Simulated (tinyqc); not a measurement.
## Single-electron transistor, orthodox theory and master equation: current against bias

A metal island with n extra electrons joins the left lead (voltage V) and the right lead (0 V) by tunnel junctions and couples to a gate. Cs = CL + CR + Cg. Adding electron n + 1 costs mu(n) = [q (n + 1/2) - CL V - Cg Vg]/Cs (in volts); the Fermi levels are -V (left) and 0 (right). A jump that gains the energy W has the rate G(W) = (W/q)/(R [1 - exp(-W/Vt)]), W in volts, Vt = kB T/q. Sequential tunnelling only; I > 0 flows from left to right.

Onto the island: from the left W = -V - mu(n), from the right W = -mu(n); off the island (n + 1 to n): to the left W = mu(n) + V, to the right W = mu(n). Steady state: p(n + 1)/p(n) = (sum of on rates)/(sum of off rates), normalised. I = q sum_n [p(n + 1) (off to left) - p(n) (on from left)]. Enough charge states are kept that the digits shown do not change.

Inputs (values chosen for the exercise):

| symbol | value | unit | meaning |
|---|---|---|---|
| CL | 200 | aF | capacitance of the left junction |
| CR | 140 | aF | capacitance of the right junction |
| Cg | 18 | aF | gate capacitance |
| RL | 1000 | kohm | resistance of the left junction |
| RR | 1000 | kohm | resistance of the right junction |
| T | 0.17 | K | temperature |
| Vg | 4.2 | mV | gate voltage |

Constants: q = 1.602176634e-19 C, kB = 1.380649e-23 J/K, Vt = kB T/q. Results are converted to the units shown.

Current against bias:

| V (mV) | I (nA) | mean n | states above 1 % | I (RL + RR)/V |
|---|---|---|---|---|
| 0.0448 | 0.01055 | 0.3604 | 2 | 0.4710 |
| 0.134 | 0.03335 | 0.4654 | 2 | 0.4977 |
| 0.224 | 0.05600 | 0.5024 | 2 | 0.5000 |
| 0.313 | 0.07814 | 0.5184 | 2 | 0.4993 |
| 0.403 | 0.1004 | 0.5274 | 2 | 0.4985 |
| 0.492 | 0.1225 | 0.5331 | 2 | 0.4978 |
| 0.582 | 0.1447 | 0.5370 | 2 | 0.4973 |
| 0.671 | 0.1668 | 0.5401 | 2 | 0.4971 |
| 0.761 | 0.1903 | 0.5454 | 2 | 0.5002 |
| 0.85 | 0.2204 | 0.5646 | 3 | 0.5186 |
| 0.94 | 0.2604 | 0.5977 | 3 | 0.5541 |
| 1.03 | 0.3056 | 0.6221 | 4 | 0.5934 |
| 1.12 | 0.3528 | 0.6349 | 4 | 0.6301 |

What does the table show?

At zero temperature the blockade would end at V = 0.0225 mV. The ratio I (RL + RR)/V moves up and down between 0.471 and 0.630. Over the second half of the table the slope between rows varies from 0.496 to 1.05 times 1/(RL + RR).

Range of the model: Cotunnelling, which dominates deep in the blockade, is left out.

Numbers from tinyqc (`OMP_NUM_THREADS=1 python tinyqc.py 2780019 2780020 out.jsonl`; about 0.01 s on one thread of a shared Intel Xeon 2.30GHz).
